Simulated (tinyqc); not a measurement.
How many bands a k.p model needs: band 4 from Gamma to K: k.p theory built from an empirical-pseudopotential calculation at Gamma.

Empirical pseudopotential on the fcc lattice, atoms at +/- tau, tau = a (1,1,1)/8, no spin-orbit coupling. H(G,G') = c (2 pi/a)^2 |k + G|^2 delta + VS(q) cos(q.tau) + i VA(q) sin(q.tau), q = G - G', c = hbar^2/2m0; k and G in units of 2 pi/a; VS at |q|^2 = 3, 8, 11 and VA at 3, 4, 11, in rydberg, zero elsewhere. The basis is fixed: all 89 G with |G|^2 up to Gcut. Energies are counted from the fourth level at Gamma.

k.p in the lowest n states at Gamma: H_nm = (E_n + c k^2) delta + 2 c k.<n|G|m>, k in 1/angstrom; with all states of the basis it is exact.

Constants: hbar^2/2m0 = 3.80998211 eV angstrom^2; Ry = 13.60569312 eV.

Values chosen for the exercise (near those of Si; shifted at random, so the results belong to these values and not to a real crystal):

| symbol | value | unit | meaning |
|---|---|---|---|
| a | 5.417 | angstrom | lattice constant |
| VS | (-0.212, 0.041, 0.082) | Ry | symmetric form factors |
| VA | (0, 0, 0) | Ry | antisymmetric form factors |
| Gcut | 19 | (2 pi/a)^2 | largest \|G\|^2 of the fixed basis |

Band 4 (counted from below) at k = f (0.75, 0.75, 0) 2 pi/a; n ends on whole multiplets.

Energies (eV):

| f | n = 8 | n = 15 | n = 27 | n = 89 (exact) |
|---|---|---|---|---|
| 0.000 | 0.000 | 0.000 | 0.000 | 0.000 |
| 0.125 | 0.090 | -0.032 | -0.035 | -0.035 |
| 0.250 | 0.360 | -0.143 | -0.156 | -0.156 |
| 0.375 | 0.811 | -0.369 | -0.393 | -0.396 |
| 0.500 | 1.442 | -0.723 | -0.757 | -0.766 |
| 0.625 | 2.253 | -1.170 | -1.210 | -1.231 |
| 0.750 | 3.244 | -1.642 | -1.685 | -1.725 |
| 0.875 | 4.415 | -2.073 | -2.119 | -2.185 |
| 1.000 | 5.767 | -2.417 | -2.465 | -2.565 |

With n = 8 the band stays within 0.05 eV of the exact one at Gamma only (error at K: +8.332 eV). With n = 15 the band stays within 0.05 eV of the exact one up to f = 0.500 (error at K: +0.148 eV). With n = 27 the band stays within 0.05 eV of the exact one up to f = 0.750 (error at K: +0.100 eV). A smaller basis can only raise a level.

tinyqc: `OMP_NUM_THREADS=1 python tinyqc.py 1080458 1080459 out.jsonl`; about 0.5 s, one thread, shared Intel(R) Xeon(R) Processor @ 2.30GHz.
